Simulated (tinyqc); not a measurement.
Inversion-layer mobility, back-scattering and ballistic limit of a field-effect transistor: one step, computed by the program tinyqc. Command: `OMP_NUM_THREADS=1 python tinyqc.py 3006624 3006625 out.jsonl mos walk`. One thread of a shared host (Intel(R) Xeon(R) Processor @ 2.30GHz), about 0.01 s of CPU time with the checks.

The charge at the top of the source barrier is fixed by the gate; series resistance and short-channel effects are left out. F_j are Fermi integrals normalised to exp(eta) in the classical limit.

Task: Ballistic limit. F_j(eta) = (1/Gamma(j + 1)) int_0^infinity x^j/(1 + exp(x - eta)) dx, F_0 = ln(1 + exp(eta)). Integrals over x = E/(k_B T) use 160 Gauss-Legendre points in u = sqrt(x) from 0 to sqrt(max(eta, 0) + 32). Ballistic channel: N_2D = g_v m k_B T/(pi hbar^2), U = e V_D/(k_B T); eta_F solves N_inv = (N_2D/2)[F_0(eta_F) + F_0(eta_F - U)]; v_T = sqrt(2 k_B T/(pi m)); I/W = e (N_2D/2) v_T [F_1/2(eta_F) - F_1/2(eta_F - U)]; injection velocity v_T F_1/2(eta_F)/F_0(eta_F).

Inputs (values chosen for the exercise, modelled on a germanium p-channel):
```
quantity,value,unit
transport mass m,0.19,m_0
valley degeneracy g_v,1,-
drain voltage V_D,0.82,V
temperature T,300,K
```

Statistics at the top of the barrier: Fermi-Dirac.

inversion density N_inv = 3.134947e+12 1/cm^2

Constants: m_0 = 9.1093837015e-31 kg; k_B = 1.380649e-23 J/K; hbar = 1.054571817e-34 J s; k_B = 8.617333262e-05 eV/K; e = 1.602176634e-19 C.

Give: N_2D; eta_F; thermal velocity v_T; injection velocity; ballistic current I/W.

Result:

N_2D = 2.052e+12 1/cm^2

eta_F = 3.007

thermal velocity v_T = 1.234 1e7 cm/s

injection velocity = 1.818 1e7 cm/s

ballistic current I/W = 913.3 microampere/micrometre

Degeneracy raises the injection velocity by a factor 1.47.
